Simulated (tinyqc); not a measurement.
Bottom-up copper filling of a trench by curvature-enhanced accelerator coverage. From velocity at theta_0 back to overpotential eta. Computed by tinyqc, a small Python program. Command: `OMP_NUM_THREADS=1 python tinyqc.py 3020485 3020486 out.jsonl superfill inv`. One thread of a shared host (Intel(R) Xeon(R) Processor @ 2.30GHz), about 0.01 s of CPU time with the checks.

A rectangular trench keeps vertical walls and a flat floor. An accelerator floats on the surface; where area is lost in the corners it is passed on to the floor.

Inputs (values chosen for the exercise, close to those used for damascene copper plating):
```
quantity                                           value     unit
exchange current of the suppressed surface i_0     0.018  mA/cm^2
exchange current of the accelerated surface i_1      2.5  mA/cm^2
transfer coefficient alpha                          0.37        -
starting coverage theta_0                          0.032        -
cupric ion concentration C                          0.63    mol/l
diffusivity D                                    4.2e-06   cm^2/s
boundary layer delta                                  41       um
temperature T                                        298        K
```

Constants: e = 1.602176634e-19 C; N_A = 6.02214076e+23 1/mol; k_B = 8.617333262e-05 eV/K.

Method. Kinetic current i_k = [i_0 (1 - theta) + i_1 theta] exp(alpha eta/(k_B T)), limit i_L = 2 F D C/delta, i = 1/(1/i_k + 1/i_L); velocity v = i Omega/(2F), Omega = 7.11 cm^3/mol, F = e N_A. Depletion inside the trench is ignored.

Question. A run gave the result below. Find the overpotential eta, known to lie between 0.12 and 0.26 V.

velocity at theta_0 = 0.3819573 nm/s

Answer.

Each step takes the trial c = (a f_b - b f_a)/(f_b - f_a), f being the result less the target and a, b, c the logarithms of the listed values; c replaces end b, the old b replaces a if the sign of f changed, and otherwise f_a is halved.

Scan of the range:
```
overpotential eta (V)  velocity at theta_0 (nm/s)
0.120                                     0.20139
0.137                                     0.25697
0.155                                     0.33250
0.177                                     0.45528
0.201                                     0.64074
0.229                                     0.95255
0.260                                     1.47171
```

False position (Illinois rule, in the logarithm of the input) inside the bracket:
```
step     end a     end b     trial  velocity at theta_0 (nm/s)
1     0.155000  0.177000  0.163512                    0.375530
2     0.177000  0.163512  0.164560                    0.381195
3     0.177000  0.164560  0.164805                    0.382529
4     0.164560  0.164805  0.164700                    0.381956
5     0.164805  0.164700  0.164700                    0.381957
6     0.164805  0.164700  0.164700                    0.381957
7     0.164700  0.164700  0.164700                    0.381957
```

Velocity at theta_0 rises at every point of a 13-point scan of the range (every second point is shown), so one value fits; it is bracketed by 0.155 and 0.177. Answer: overpotential eta = 0.1647 V.
